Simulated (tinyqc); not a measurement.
Inside a calculation. Method: RHF in the sto-3g basis, for H3+, spin multiplicity 1. One step of it, computed by the program tinyqc.

Question. Iteration 2: building the Fock matrix. J_ij = sum D_kl (ij|kl), K_ij = sum D_kl (ik|jl); F = H + J - 0.5 K; E = tr D H + tr D J / 2 - 0.25 tr D K + E_nn.

D after iteration 1, lower triangle:
```
           1H 1s      2H 1s     3H 1s
1H 1s   0.478222
2H 1s  -0.403606   0.685715
3H 1s   0.595600  -0.696537  0.850702
```

core Hamiltonian H = T + V (hartree), lower triangle:
```
           1H 1s      2H 1s      3H 1s
1H 1s  -1.589024
2H 1s  -1.002655  -1.321487
3H 1s  -1.002655  -0.321332  -1.321487
```

Two-electron integrals (ij|kl) in chemists' order, unique and non-zero (hartree):
```
(11|11) 0.774606   (21|11) 0.357914   (21|21) 0.203905   (22|11) 0.511791
(22|21) 0.357914   (22|22) 0.774606   (31|11) 0.357914   (31|21) 0.154181
(31|22) 0.212719   (31|31) 0.203905   (32|11) 0.100014   (32|21) 0.050573
(32|22) 0.081020   (32|31) 0.050573   (32|32) 0.014375   (33|11) 0.511791
(33|21) 0.212719   (33|22) 0.291928   (33|31) 0.357914   (33|32) 0.081020
(33|33) 0.774606
```

nuclear repulsion = 1.46993670 hartree

Give: Coulomb J; exchange K; Fock matrix F; total energy of this density.

Answer.

Coulomb J (hartree), lower triangle:
```
       1H 1s  2H 1s  3H 1s
1H 1s  1.155
2H 1s  0.546  0.876
3H 1s  0.669  0.172  1.246
```

exchange K (hartree), lower triangle:
```
       1H 1s  2H 1s  3H 1s
1H 1s  0.606
2H 1s  0.139  0.299
3H 1s  0.651  0.035  1.039
```

Fock matrix F (hartree), lower triangle:
```
        1H 1s   2H 1s   3H 1s
1H 1s  -0.737
2H 1s  -0.526  -0.595
3H 1s  -0.658  -0.167  -0.595
```

total energy of this density = -0.59089 hartree

This density is a damped mixture and is not idempotent.
